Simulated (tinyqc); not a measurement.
Ways to converge the cycle: SCF convergence aids in the 6-311g basis, for H2+, spin multiplicity 2. Computed by the program tinyqc with PySCF. 

Geometry (angstrom):

| atom | x | y | z |
|---|---|---|---|
| H | 0.0000 | 0.0000 | 0.0000 |
| H | 0.0000 | 0.0000 | 1.0900 |

lowest solution found by these runs and by PySCF with stability checks = -0.590309 hartree

UHF with one setting changed at a time; a run stops when the energy changes by less than 1e-09 hartree and the error matrix is below 1e-5. The start is the Wolfsberg-Helmholz matrix. Damping d keeps d of the old density; a shift (hartree) raises the virtual levels; DIIS n extrapolates F over n matrices.

Largest element of the error matrix X^T (FDS - SDF) X:

| iteration | plain | damping 0.3 | damping 0.6 | shift 0.4 | DIIS 3 | DIIS 8 |
|---|---|---|---|---|---|---|
| 1 | 2.3e-01 | 2.3e-01 | 2.3e-01 | 2.3e-01 | 2.3e-01 | 2.3e-01 |
| 2 | 5.0e-02 | 1.1e-01 | 1.6e-01 | 8.0e-02 | 5.0e-02 | 5.0e-02 |
| 3 | 1.2e-02 | 4.8e-02 | 1.1e-01 | 3.1e-02 | 4.9e-03 | 4.9e-03 |
| 4 | 3.4e-03 | 2.2e-02 | 7.6e-02 | 1.4e-02 | 4.2e-04 | 4.2e-04 |
| 5 | 9.4e-04 | 1.0e-02 | 5.2e-02 | 6.1e-03 | 1.5e-06 | 2.7e-07 |
| 6 | 2.7e-04 | 4.9e-03 | 3.6e-02 | 2.9e-03 | 6.2e-10 | 1.2e-07 |
| 8 | 2.2e-05 | 1.1e-03 | 1.7e-02 | 6.9e-04 | - | - |
| 10 | 1.8e-06 | 2.7e-04 | 8.2e-03 | 1.6e-04 | - | - |
| 14 | - | 1.7e-05 | 2.0e-03 | 8.3e-06 | - | - |
| 20 | - | - | 2.4e-04 | - | - | - |
| 30 | - | - | 7.9e-06 | - | - | - |

How each run ends:

| run | iterations | E (hartree) | state |
|---|---|---|---|
| plain | 10 | -0.59031 | lowest found |
| damping 0.3 | 19 | -0.59031 | lowest found |
| damping 0.6 | 40 | -0.59031 | lowest found |
| shift 0.4 | 15 | -0.59031 | lowest found |
| DIIS 3 | 6 | -0.59031 | lowest found |
| DIIS 8 | 6 | -0.59031 | lowest found |

6 of 6 runs reach the lowest solution found, in 6 to 40 iterations (fastest: DIIS 3, DIIS 8). Plain steps already contract here, so damping only slows them. DIIS 3 and DIIS 8 gain by cancelling the error over several earlier matrices, much as a quasi-Newton step does.
